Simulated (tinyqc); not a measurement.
Worked calculation: RKS/LDA (PW92) in the sto-3g basis, for BeH2, spin multiplicity 1. One step of it, computed by the program tinyqc.

Task: Iteration 2: DIIS coefficients. Solve [B -1; -1 0][c; lambda] = [0; -1] for the coefficients, which sum to one.

B (overlaps of the stored error matrices):
```
                1               2
1   1.6548841e+00  -1.0206570e+00
2  -1.0206570e+00   6.8205253e-01
```

Give: DIIS coefficients.

Result:

DIIS coefficients: 0.3889  0.6111
